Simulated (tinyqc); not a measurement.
# From resistance per length back to drawn line width w

Model: size effects in the resistivity of thin metal films and interconnect lines. Computed by tinyqc, a small Python program. Command: `OMP_NUM_THREADS=1 python tinyqc.py 3013152 3013153 out.jsonl size inv`. One thread of a shared host (Intel(R) Xeon(R) Processor @ 2.30GHz), about 0.02 s of CPU time with the checks.

Electrons lose their drift at surfaces (a share 1 - p of the hits) and at grain boundaries (reflection R), besides bulk scattering. The line sits in a trench with a non-conducting liner on both walls and the bottom; the spacing equals the drawn width.

Inputs (values chosen for the exercise, modelled on molybdenum): bulk resistivity rho_b = 5.35 microohm cm; bulk mean free path lambda = 11.3 nm; specularity p = 0; grain-boundary reflection R = 0.47; grain size over metal width = 1.7; aspect ratio (height over width) = 2.2; liner thickness t = 0.6 nm; line length = 1.1 micrometre; permittivity of the dielectric k = 2.8.

Geometry: line.

Constants: eps_0 = 8.8541878128e-12 F/m.

Method:
- Metal width w_m = w - 2t, height h_m = (aspect ratio) w - t, grain size D = (ratio) w_m.
- Mayadas-Shatzkes: alpha = (lambda/D) R/(1 - R); rho_b/rho = 1 - 3 alpha/2 + 3 alpha^2 - 3 alpha^3 ln(1 + 1/alpha).
- Fuchs-Sondheimer film: rho_b/rho = 1 - (3/(2 kappa))(1 - p) int_0^1 (s - s^3)(1 - exp(-kappa/s))/(1 - p exp(-kappa/s)) ds, f = rho/rho_b, kappa = thickness/lambda, 80 Gauss-Legendre points.
- Line: the excess of a film of thickness w_m and of a film of thickness h_m are added, rho/rho_b = 1 + (f(w_m) - 1) + (f(h_m) - 1), an estimate that holds best when both sides exceed lambda.
- Total: rho = rho_b [1 + surface excess + grain excess]; resistance per length rho/(w_m h_m); capacitance per length C = 2 k eps_0 (aspect ratio + 1/2), a parallel-plate estimate for two neighbours plus a fixed term for the planes above and below; delay 0.38 R C L^2; effective resistivity per drawn area.

Question. A run gave the result below. Find the drawn line width w, known to lie between 89 and 180 nm.

resistance per length = 1.769008 ohm/micrometre

Answer.

Each step takes the trial c = (a f_b - b f_a)/(f_b - f_a), f being the result less the target and a, b, c the logarithms of the listed values; c replaces end b, the old b replaces a if the sign of f changed, and otherwise f_a is halved.

Scan of the range:
```
drawn line width w (nm)  resistance per length (ohm/micrometre)
89                                                      3.65676
100                                                     2.84379
113                                                     2.18898
127                                                     1.70755
142                                                     1.34861
160                                                     1.04938
180                                                     0.82027
```

False position (Illinois rule, in the logarithm of the input) inside the bracket:
```
step    end a    end b    trial  resistance per length (ohm/micrometre)
1     113.000  127.000  125.120                                 1.76240
2     113.000  125.120  124.732                                 1.77406
3     125.120  124.732  124.900                                 1.76900
4     124.732  124.900  124.900                                 1.76901
5     124.732  124.900  124.900                                 1.76901
6     124.900  124.900  124.900                                 1.76901
```

Resistance per length falls at every point of a 13-point scan of the range (every second point is shown), so one value fits; it is bracketed by 113 and 127. Answer: drawn line width w = 124.9 nm.
